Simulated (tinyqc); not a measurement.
Against the Fermi level: single-band model of a thermoelectric material. Computed by tinyqc, a small Python program. Command: `OMP_NUM_THREADS=1 python tinyqc.py 3028282 3028283 out.jsonl thermo walk`. One thread of a shared host (Intel(R) Xeon(R) Processor @ 2.30GHz), about 0.01 s of CPU time with the checks.

One spherical band, one scattering law, no minority carriers and no phonon drag. In a real material minority carriers limit |S| to about E_g/(2 e T), so larger values are formal. eta = E_F/(k_B T) is counted from the band edge; f = 1/(1 + exp(x - eta)).

Inputs (values chosen for the exercise, modelled on n-type SiGe):
```
quantity                              value        unit
density-of-states mass m                1.1         m_0
non-parabolicity alpha                  0.9        1/eV
mobility parameter mu_300               340  cm^2/(V s)
temperature exponent p                  2.5           -
lattice thermal conductivity kappa_L    3.3     W/(m K)
temperature T                           620           K
```

Band: Kane. Scattering: acoustic phonons, r = -0.5.

Constants: k_B = 8.617333262e-05 eV/K; e = 1.602176634e-19 C; m_0 = 9.1093837015e-31 kg; k_B = 1.380649e-23 J/K; hbar = 1.054571817e-34 J s.

Method:
- With x = E/(k_B T), a = alpha k_B T (0 for a parabolic band), G = x (1 + a x), D = 1 + 2 a x and <y> = int y f (1 - f) dx, f = 1/(1 + exp(x - eta)): tau = tau_0 G^r/D; transport function s = G^(3/2 + r)/D^2; n = N_0 <G^(3/2)> with N_0 = (2 m k_B T)^(3/2)/(3 pi^2 hbar^3).
- Integrals over x = E/(k_B T) use 160 Gauss-Legendre points in u = sqrt(x) from 0 to sqrt(max(eta, 0) + 32).
- sigma = e mu_0 N_0 <s> with mu_0 = e tau_0/m = mu_300 (T/300 K)^(-p); |S| = (k_B/e)(<x s>/<s> - eta); Lorenz number L = (k_B/e)^2 (<x^2 s>/<s> - (<x s>/<s>)^2); kappa_e = L sigma T; zT = S^2 sigma T/(kappa_L + kappa_e).

The same material at other dopings:
```
eta  n (1/cm^3)  |S| (microvolt/K)  sigma (S/cm)  power factor (microwatt/(cm K^2))       zT
-4   1.8600e+18             500.46           8.2                              2.054  0.03852
-3   5.0057e+18             415.55          21.9                              3.784  0.07074
-2   1.3257e+19             332.67          57.0                              6.307  0.11692
-1   3.3797e+19             254.57         139.1                              9.014  0.16383
0    7.9848e+19             185.91         300.5                             10.388  0.18118
1    1.6803e+20             131.31         546.2                              9.416  0.15343
2    3.1079e+20              91.81         833.8                              7.027  0.10490
4    7.7913e+20              46.66        1358.8                              2.958  0.03702
6    1.5055e+21              26.04        1737.9                              1.179  0.01295
10   3.8262e+21              10.57        2189.5                              0.245  0.00234
```

|S| falls and sigma rises with eta, so their product S^2 sigma peaks: among these rows at eta = 0, and zT at eta = 0, where |S| = 186 microvolt/K. zT stays above 90 % of its best row from n = 3.4e19 to 8.0e19 per cm^3.

Extremes, crossings and ranges named in words are read from the listed rows.
